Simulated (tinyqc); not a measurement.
# Lossy interposer transmission line with skin effect: effects of single changes

A uniform line in a homogeneous dielectric: c = sqrt(er)/(c0 Z0), l = Z0 sqrt(er)/c0 (c0 = 299792458 m/s), g = w c td, w = 2 pi f. The resistance joins its limits as r = sqrt(r_dc^2 + r_hf^2), with r_dc = rho/(wd th), r_hf = kr rho/(2 delta (wd + th)), delta = sqrt(rho/(pi f mu0)), mu0 = 4 pi 1e-7 H/m; this is an interpolation, and internal inductance, up to 0.05 nH/mm at low frequency, is neglected.

Parameters, values chosen for the exercise:
- wd = 7.6 um (width of the strip)
- th = 0.76 um (thickness of the strip)
- rho = 1.8 uohm cm (resistivity)
- er = 3.5 (relative permittivity)
- td = 0.005 (loss tangent)
- Z0 = 50 ohm (lossless impedance sqrt(l/c))
- kr = 2 (factor for crowding and the return path)
- len = 4 mm (length)
- Rg = 50 ohm (source resistance)
- RL = 1e5 ohm (load resistance)
- CL = 0 fF (load capacitance)
- f = 15 GHz (frequency)

Each table varies one quantity; the others keep the values above.

## Line properties against frequency

gamma = sqrt((r + i w l)(g + i w c)) = alpha + i beta, Zc = sqrt((r + i w l)/(g + i w c)), roots with positive real part; loss 8.685889638 alpha in dB; phase velocity w/beta. ZL = 1/(1/RL + i w CL); reflection (ZL - Zc)/(ZL + Zc); Zin = Zc (ZL + Zc tanh(gamma len))/(Zc + ZL tanh(gamma len)); H = V_load/V_source = [Zin/(Zin + Rg)]/[cosh(gamma len) + (Zc/ZL) sinh(gamma len)].

Line properties against frequency:
```
f (GHz)  r (ohm/mm)  r/(w l)  loss (dB/mm)  |Zc| (ohm)  phase velocity over c0  length in wavelengths   |H| (dB)
0.01          3.118    159.0       0.03035       630.6                 0.05990               0.002227  -0.005503
0.03          3.121    53.07       0.05227       364.3                  0.1030               0.003884  -0.005672
0.09          3.131    17.75       0.08900       210.8                  0.1749               0.006867  -0.006272
0.3           3.165    5.381        0.1533       117.0                  0.2977                0.01344  -0.009461
0.8           3.244    2.069        0.2203       75.79                  0.4169                0.02560   -0.02410
2             3.427   0.8740        0.2777       57.62                  0.4959                0.05381    -0.1013
7             4.102   0.2989        0.3585       51.08                  0.5290                 0.1766    -0.9216
20            5.482   0.1398        0.4920       50.24                  0.5333                 0.5004     -1.961
60            8.409  0.07149        0.7811       50.06                  0.5342                  1.499     -3.126
```

r equals w l at 1.73 GHz: below it |Zc| and the delay grow as in an RC line, above it |Zc| tends to Z0 = 50 ohm and the velocity to 1/sqrt(er) = 0.535 c0. The loss goes as f^(0.49) between the first two rows and f^(0.42) between the last two. |H| is -0.00550 dB in the first row and -3.13 dB in the last; between rows it can pass through resonances that the table doesn't show.

## Effect of the width of the strip

Same model as above.

Z0 is held fixed by scaling the dielectric height.

Results:
```
wd (um)  r (ohm/mm)  r/(w l)  loss (dB/mm)  |Zc| (ohm)  phase velocity over c0  length in wavelengths  |H| (dB)
1.9           17.49   0.5949         1.474       53.93                  0.5143                 0.3892    -5.805
3             11.74   0.3991         1.013       51.88                  0.5248                 0.3814    -4.179
4.7           7.820   0.2659        0.6863       50.86                  0.5301                 0.3775    -2.949
7.4           5.124   0.1742        0.4562       50.37                  0.5326                 0.3758    -2.025
18            2.182  0.07419        0.2022       50.07                  0.5342                 0.3746   -0.9292
29            1.368  0.04651        0.1315       50.03                  0.5344                 0.3745   -0.6070
46           0.8675  0.02950       0.08812       50.01                  0.5345                 0.3745   -0.4046
```

Estimate the missing row, wd = 12 um.

Computed row:
```
wd (um)  r (ohm/mm)  r/(w l)  loss (dB/mm)  |Zc| (ohm)  phase velocity over c0  length in wavelengths  |H| (dB)
12            3.231   0.1099        0.2930       50.15                  0.5338                 0.3749    -1.332
```

With this row back in the table: As wd goes from 1.9 to 46, the loss falls from 1.47 to 0.0881 dB/mm, |Zc| falls from 53.9 to 50.0 ohm and |H| goes from -5.81 to -0.405 dB, with its highest value among the rows, -0.405 dB, at wd = 46.

Computed by the program tinyqc: `OMP_NUM_THREADS=1 python tinyqc.py 2810181 2810182 out.jsonl`, one thread of a shared Intel Xeon 2.30GHz, about 0.01 s for the whole run.
